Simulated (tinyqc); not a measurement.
Bandgap voltage reference from two bipolar transistors: two steps of the calculation.

Two transistors of area 1 and N carry the same current I. Is(T) = Is (T/T0)^eta exp[(Vg0 q/kB)(1/T0 - 1/T)], VBE1 = Vt ln(I/Is(T)) + I rb, VBE2 = Vt ln(I/(N Is(T))) + I rb/N. The amplifier forces I R1(T) = VBE1 - VBE2 + Vos, with R(T) = R (1 + tc (T - T0)) for both resistors, and the output is Vref = VBE1 + I R2(T). Base currents and the Early effect are neglected.

Parameters, values chosen for the exercise; values of the order met in silicon bipolar transistors: reference temperature T0 = 300 K; band-gap voltage extrapolated to 0 K Vg0 = 1.187 V; temperature exponent of the saturation current eta = 3.5; saturation current of the unit transistor at T0 Is = 3.9e-18 A; area ratio of the second transistor N = 8; resistor across which the difference of VBE falls, at T0 R1 = 2.1 kohm; temperature coefficient of both resistors tc = -700 ppm/K; offset of the amplifier Vos = -2.4 mV; series resistance of the unit transistor rb = 99 ohm; output resistor at T0 R2 = 18.84 kohm.

Constants: q = 1.602176634e-19 C, kB = 1.380649e-23 J/K. Results are converted to the units shown.

Question 1. Operating point at the reference temperature. Vt = kB T/q; I = (Vt ln N + Vos)/(R1(T) - rb (1 - 1/N)). Evaluate at T = T0.

Wanted: Vt; I; Is(T); VBE1; I R2; Vref.

Answer 1.

Vt = 0.02585 V
I = 25.51 uA
Is(T) = 3.900e-18 A
VBE1 = 0.7654 V
I R2 = 0.4806 V
Vref = 1.246 V

Question 2. Resistor for zero slope at T0, ideal case. With tc = 0, Vos = 0 and rb = 0 the current is proportional to T, dVBE/dT = (VBE - Vg0 - (eta - 1) Vt)/T, and Vref has zero slope at T0 when Vref = Vg0 + (eta - 1) Vt0. Find VBE1, its slope, that Vref, R2/R1 and the curvature d2Vref/dT2 = -(eta - 1) kB/(q T0).

Wanted: VBE1; dVBE/dT; Vref; R2/R1; curvature.

Answer 2.

VBE1 = 0.7630 V
dVBE/dT = -1.629 mV/K
Vref = 1.252 V
R2/R1 = 9.090
curvature = -0.7181 uV/K^2

tinyqc, about 0.02 s, one thread, Intel Xeon 2.30GHz (shared host): `OMP_NUM_THREADS=1 python tinyqc.py 2062183 2062184 out.jsonl`
